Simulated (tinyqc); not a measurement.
Inside a calculation. Method: Hubbard ring of 6 sites. Computed by tinyqc, a small Python program that keeps every step. Settings: hopping = 0.66, U = 4.8, mixing = 1, iteration cap = 90. Command: `OMP_NUM_THREADS=1 python tinyqc.py 21567 21568 out.jsonl` (the two numbers bound the seeds that draw the settings). One thread of a shared host (Intel(R) Xeon(R) Processor @ 2.60GHz), about 0.3 s of CPU time with the checks.

one-body matrix (hopping and site energies) (eV), order 1, 2, 3, 4, 5, 6:
```
[[0.000000, -0.660000, 0.000000, 0.000000, 0.000000, -0.660000],
 [-0.660000, 0.000000, -0.660000, 0.000000, 0.000000, 0.000000],
 [0.000000, -0.660000, 0.000000, -0.660000, 0.000000, 0.000000],
 [0.000000, 0.000000, -0.660000, 0.000000, -0.660000, 0.000000],
 [0.000000, 0.000000, 0.000000, -0.660000, 0.000000, -0.660000],
 [-0.660000, 0.000000, 0.000000, 0.000000, -0.660000, 0.000000]]
```

U = 4.800000 eV

electrons, up and down: [4, 3]

n(up) at the start (a guess, not normalised): [1.000000, 0.217000, 1.000000, 0.217000, 1.000000, 0.217000]

n(down) at the start (a guess): [0.050000, 0.950000, 0.050000, 0.950000, 0.050000, 0.950000]

Each step fills the lowest levels of T + U n(other spin) and sets n(new) = n + mixing (n(out) - n); stop when output and input agree to 1e-8.

Course of the cycle:
```
iteration      E (eV)  largest |n(out) - n(in)|  mean |n_up - n_down|
1          3.60620431                  3.11e-01              0.752489
2          3.76718515                  6.52e-01              0.712796
3          3.95308597                  6.51e-01              0.698014
4          3.94402865                  9.33e-01              0.712342
5          5.12989293                  9.33e-01              0.609784
6          3.98250370                  9.55e-01              0.715944
7          5.29449915                  9.55e-01              0.598028
8          3.98528528                  9.56e-01              0.715209
9          5.30455543                  9.56e-01              0.597201
10         3.98547603                  9.56e-01              0.715139
11         5.30526961                  9.56e-01              0.597140
...               ...                       ...                   ...
80         5.33395608                  9.39e-01              0.608602
81         5.33395608                  9.39e-01              0.608602
82         5.33395608                  9.39e-01              0.608602
83         5.33395608                  9.39e-01              0.608602
84         5.33395608                  9.39e-01              0.608602
85         5.33395608                  9.39e-01              0.608602
86         5.33395608                  9.39e-01              0.608602
87         5.33395608                  9.39e-01              0.608602
88         5.33395608                  9.39e-01              0.608602
89         5.33395608                  9.39e-01              0.608602
90         5.33395608                  9.39e-01              0.608602
```

Can the last value be used, and what does the course show?

Not by the stop rule, although the second column moves by less than 1e-07 over the last three steps. Not converged within 90 iterations: the residual has stopped falling. The lowest mean-field energy found from random starts is 3.12229 eV. Reruns (cap 100 unless said): mixing 0.2: not converged; mixing 0.5: converged in 51 (E = 3.12229); mixing 0.9: not converged; the original settings with a cap of 400: not converged.
